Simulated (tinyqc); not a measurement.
Inside a calculation. Model: octagonal on-chip spiral inductor, lumped pi model.

tinyqc, about 0.01 s, one thread, Intel Xeon 2.30GHz (shared host): `OMP_NUM_THREADS=1 python tinyqc.py 2302030 2302031 out.jsonl` Printed values are rounded.

Outer diameter do = di + 2 n wd + 2 (n - 1) sp, mean da = (do + di)/2, fill p = (do - di)/(do + di), length l = 3.314 n da. L = 2.25 mu0 n^2 da/(1 + 3.55 p), mu0 = 4 pi 1e-7 H/m. Rs = rho l/(wd delta (1 - exp(-th/delta))), delta = sqrt(rho/(pi f mu0)). Cs = n wd^2 eps0 eo/hu across the coil. At each end Cox = l wd eps0 eo/(2 ho) leads to the substrate branch Rsi = 2 rs he/(l wd) in parallel with Csi = l wd eps0 11.7/(2 he). With one end grounded Y = 1/(Rs + i w L) + i w Cs + 1/[1/(i w Cox) + 1/(1/Rsi + i w Csi)], w = 2 pi f; Q = -Im Y/Re Y. Eddy currents in neighbouring turns and in the substrate are left out.

Parameters, values chosen for the exercise; values of the order met in silicon radio-frequency processes: number of turns n = 2.5; line width wd = 4 um; space between turns sp = 2 um; inner diameter di = 80 um; metal thickness th = 3.4 um; metal resistivity rho = 3 uohm cm; oxide below the coil ho = 5.1 um; oxide between coil and underpass hu = 1.1 um; relative permittivity of the oxide eo = 3; substrate resistivity rs = 10 ohm cm; effective spreading depth in the substrate he = 30 um; frequency f = 6.6 GHz.

Constants: eps0 = 8.8541878128e-12 F/m. Results are converted to the units shown.

## Geometry and model elements

do, l, L, delta, Rs, Cs, Cox, Rsi and Csi as defined.

do = 106 um
l = 770.505 um
L = 1.09839 nH
delta = 1.07302 um
Rs = 5.62199 ohm
Cs = 0.965911 fF
Cox = 8.02611 fF
Rsi = 1946.78 ohm
Csi = 5.32131 fF

Rs is 3.31 times the direct-current value in this empirical form, which overstates the skin effect of a flat slab when delta is near th and so stands in for some current crowding.

## Admittance, quality factor and apparent inductance

Series branch 1/(Rs + i w L), substrate branch, total Y, Q = -Im Y/Re Y, apparent inductance Im(1/Y)/w, metal-only value w L/Rs, share of the loss in the substrate Re(substrate branch)/Re Y.

series branch = 2.6691-21.6249i mS
substrate branch = 0.099792+0.225304i mS
Y = 2.7689-21.3596i mS
Q = 7.71410
apparent inductance = 1.11031 nH
w L/Rs = 8.10193
share of the loss in the substrate = 3.60404 %

Q is 95.2 % of the metal-only value.
